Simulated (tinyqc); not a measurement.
Inside a calculation. Method: FCI on RHF in the 6-311g basis, for He, spin multiplicity 1. Computed by tinyqc, a small Python program that keeps every step (integrals from PySCF). Settings: charge = 0, multiplicity = 1, basis = 6-311g, method = RHF, energy threshold = 1e-10, iteration cap = 52, orthogonalisation = symmetric, start = core, DIIS depth = 6, ci = FCI. Command: `OMP_NUM_THREADS=1 python tinyqc.py 21060 21061 out.jsonl` (the two numbers bound the seeds that draw the settings). One thread of a shared host (Intel(R) Xeon(R) Processor @ 2.60GHz), about 0.09 s of CPU time with the checks. Later iterations appear only in the table of the cycle.

## One-electron integrals

Geometry (angstrom):
```
atom       x       y       z
He    0.0000  0.0000  0.0000
```

Basis 6-311g: exponents (1/bohr^2) and contraction coefficients of normalised primitives:
```
element  l (shell)  exponent  coefficient
He           s (1)   98.1243       0.0287
He           s (1)   14.7689       0.2081
He           s (1)    3.3188       0.8376
He           s (2)    0.8740       1.0000
He           s (3)    0.2446       1.0000
```

Overlap, kinetic and nuclear-attraction integrals over the contracted functions; the nuclear repulsion is the sum of Za Zb / Rab.

nuclear repulsion = 0 hartree

overlap S, lower triangle:
```
        1He 1s  1He 2s  1He 3s
1He 1s  1.0000
1He 2s  0.6805  1.0000
1He 3s  0.3286  0.7516  1.0000
```

kinetic energy T (hartree), lower triangle:
```
        1He 1s  1He 2s  1He 3s
1He 1s  6.8571
1He 2s  1.4395  1.3111
1He 3s  0.2256  0.4309  0.3668
```

nuclear attraction V (hartree), lower triangle:
```
         1He 1s   1He 2s   1He 3s
1He 1s  -7.3063
1He 2s  -3.4648  -2.9838
1He 3s  -1.5351  -1.7939  -1.5783
```

core Hamiltonian H = T + V (hartree), lower triangle:
```
         1He 1s   1He 2s   1He 3s
1He 1s  -0.4492
1He 2s  -2.0254  -1.6727
1He 3s  -1.3095  -1.3630  -1.2115
```

## Two-electron integrals

Functions are numbered as in S; the eight-fold symmetry (ij|kl) = (ji|kl) = (kl|ij) leaves the list below.

Two-electron integrals (ij|kl) in chemists' order, unique and non-zero (hartree):
```
(11|11) 2.3951   (21|11) 1.3473   (21|21) 0.7987   (22|11) 1.3584
(22|21) 0.8638   (22|22) 1.0549   (31|11) 0.6141   (31|21) 0.3686
(31|22) 0.4068   (31|31) 0.1707   (32|11) 0.8427   (32|21) 0.5470
(32|22) 0.7004   (32|31) 0.2594   (32|32) 0.4767   (33|11) 0.7670
(33|21) 0.5102   (33|22) 0.6976   (33|31) 0.2442   (33|32) 0.4947
(33|33) 0.5580
```

## Orthogonalisation

S = U s U^T; symmetric (Loewdin) form X = U s^(-1/2) U^T, so that X^T S X = 1.

eigenvalues of S: 0.1357  0.6734  2.1908

X, lower triangle:
```
         1He 1s   1He 2s  1He 3s
1He 1s   1.3166
1He 2s  -0.6459   1.8555
1He 3s   0.1507  -0.7714  1.4367
```

## Starting guess

The start is the orbitals of the core Hamiltonian; D = 2 C_occ C_occ^T.

D at the start, lower triangle:
```
        1He 1s  1He 2s  1He 3s
1He 1s  0.2267
1He 2s  0.4147  0.7586
1He 3s  0.1150  0.2104  0.0584
```

## Iteration 1: building the Fock matrix

J_ij = sum D_kl (ij|kl), K_ij = sum D_kl (ik|jl); F = H + J - 0.5 K; E = tr D H + tr D J / 2 - 0.25 tr D K + E_nn.

Coulomb J (hartree), lower triangle:
```
        1He 1s  1He 2s  1He 3s
1He 1s  3.2318
1He 2s  1.9681  2.2538
1He 3s  0.9163  1.4653  1.4233
```

exchange K (hartree), lower triangle:
```
        1He 1s  1He 2s  1He 3s
1He 1s  2.5728
1He 2s  2.2106  2.1463
1He 3s  1.3406  1.3750  0.9124
```

Fock matrix F (hartree), lower triangle:
```
         1He 1s   1He 2s   1He 3s
1He 1s   1.4962
1He 2s  -1.1626  -0.4920
1He 3s  -1.0635  -0.5852  -0.2444
```

total energy of this density = -2.749926 hartree

## Iteration 1: diagonalisation and new density

Diagonalise F' = X^T F X, C = X C', fill 1 alpha and 1 beta electrons from the bottom; D = 2 C_occ C_occ^T. Each column has its largest component positive (the first on a tie).

F' = X^T F X (hartree), lower triangle:
```
         1        2       3
1   4.0518
2  -3.2509   2.1870
3  -0.1320  -0.8726  0.3437
```

orbital energies (hartree): MO1 -0.8007, MO2 0.8528, MO3 6.5302

coefficients C:
```
           MO1      MO2      MO3
1He 1s  0.2657  -0.1218  -1.4449
1He 2s  0.5123  -1.1559   1.6901
1He 3s  0.3672   1.4410  -0.6859
```

D after iteration 1, lower triangle:
```
        1He 1s  1He 2s  1He 3s
1He 1s  0.1412
1He 2s  0.2723  0.5248
1He 3s  0.1952  0.3762  0.2697
```

## Iteration 6 (converged): orbitals

converged F (hartree), lower triangle:
```
         1He 1s   1He 2s   1He 3s
1He 1s   1.3735
1He 2s  -1.2062  -0.5945
1He 3s  -1.1058  -0.6984  -0.3719
```

As before.

F' = X^T F X (hartree), lower triangle:
```
         1        2       3
1   3.8730
2  -3.1748   2.0937
3  -0.1493  -0.9315  0.2594
```

orbital energies (hartree): MO1 -0.9169, MO2 0.8294, MO3 6.3135

coefficients C:
```
           MO1      MO2      MO3
1He 1s  0.2636  -0.1380  -1.4439
1He 2s  0.4875  -1.1540   1.6988
1He 3s  0.3974   1.4279  -0.6963
```

D after iteration 6, lower triangle:
```
        1He 1s  1He 2s  1He 3s
1He 1s  0.1389
1He 2s  0.2570  0.4753
1He 3s  0.2095  0.3875  0.3159
```

## Convergence

Stop when the energy changes by less than 1e-10 hartree and every element of the error matrix X^T (F D S - S D F) X is below 3e-06.

Course of the cycle:
```
iteration  E (hartree)     change  largest element of the error matrix
1            -2.749926          -                             5.30e-01
2            -2.858570  -1.09e-01                             4.98e-02
3            -2.859884  -1.31e-03                             6.44e-03
4            -2.859895  -1.19e-05                             5.33e-05
5            -2.859895  -1.75e-09                             1.90e-07
6            -2.859895  -1.64e-14                             9.48e-08
```

PySCF RHF in the same basis = -2.859895 hartree

Converged in 6 iterations.

## Populations

Mulliken: Z minus the diagonal of D S on the atom; Loewdin: the same with S^(1/2) D S^(1/2).

Charges (e):
```
atom  Mulliken  Loewdin
1He          0        0
```

## Integrals over molecular orbitals

(pq|rs) = sum C_ip C_jq C_kr C_ls (ij|kl), one index at a time.

one-electron integrals over orbitals h = C^T H C (hartree), lower triangle:
```
         1        2       3
1  -1.9430
2   0.2773  -0.3432
3   0.1739  -0.3334  4.1761
```

Two-electron integrals over orbitals (pq|rs), unique and non-zero (hartree):
```
(11|11) 1.0262    (21|11) -0.2773   (21|21) 0.1465    (22|11) 0.6596
(22|21) -0.1136   (22|22) 0.5066    (31|11) -0.1739   (31|21) 0.1256
(31|22) -0.0788   (31|31) 0.2165    (32|11) 0.2295    (32|21) -0.1209
(32|22) 0.1027    (32|31) -0.1487   (32|32) 0.1276    (33|11) 1.1770
(33|21) -0.3810   (33|22) 0.7273    (33|31) -0.3867   (33|32) 0.3807
(33|33) 1.6000
```

## FCI: determinants and Hamiltonian

Hartree-Fock energy = -2.859895 hartree

Slater-Condon rules over spin orbitals, with the nuclear repulsion added and E(HF) subtracted on the diagonal.

Occupation strings over the orbitals (2 doubly, a alpha, b beta, 0 empty; spin orbitals ordered 1a 1b 2a 2b ...): 200 ab0 a0b ba0 b0a 020 0ab 0ba 002

H - E(HF) between determinants (hartree), lower triangle:
```
         200      ab0      a0b      ba0      b0a      020      0ab      0ba
200   0.0000
ab0   0.0000   1.2333
a0b   0.0000  -0.1039   6.2700
ba0   0.0000  -0.1465  -0.1256   1.2333
b0a   0.0000  -0.1256  -0.2165  -0.1039   6.2700
020   0.1465   0.1637  -0.1209  -0.1637   0.1209   2.6801
0ab   0.1256  -0.1209  -0.1037  -0.0951   0.1487  -0.2307   7.4201
0ba  -0.1256  -0.0951   0.1487  -0.1209  -0.1037   0.2307  -0.1276   7.4201
002   0.2165  -0.1487  -0.2128   0.1487   0.2128   0.1276   0.0473  -0.0473

         002
002  12.8121
```

## FCI: roots

Diagonalise (each vector has its largest component positive (the first on a tie)); all determinants have Ms = 0, so triplets appear too. The lowest singlet root is the correlation energy.

lowest roots of this matrix, relative to E(HF) (hartree): -0.0165  1.0688  1.3350  2.6977  6.0616  6.4316  7.3023  7.6216

lowest vectors:
```
      root 1  root 2   root 3   root 4
200   0.9979  0.0000  -0.0163   0.0569
ab0   0.0047  0.7060   0.6963   0.1223
a0b  -0.0023  0.0323  -0.0063   0.0332
ba0  -0.0047  0.7060  -0.6963  -0.1223
b0a   0.0023  0.0323   0.0063  -0.0332
020  -0.0574  0.0000  -0.1720   0.9798
0ab  -0.0183  0.0243  -0.0036   0.0476
0ba   0.0183  0.0243   0.0036  -0.0476
002  -0.0161  0.0000   0.0201  -0.0090
```

<S^2> of these roots: 0.0000  2.0000  0.0000  0.0000  2.0000  0.0000  2.0000  0.0000

weight of the ground state by excitation level 0, 1, 2, ...: 0.9957  0.0001  0.0042
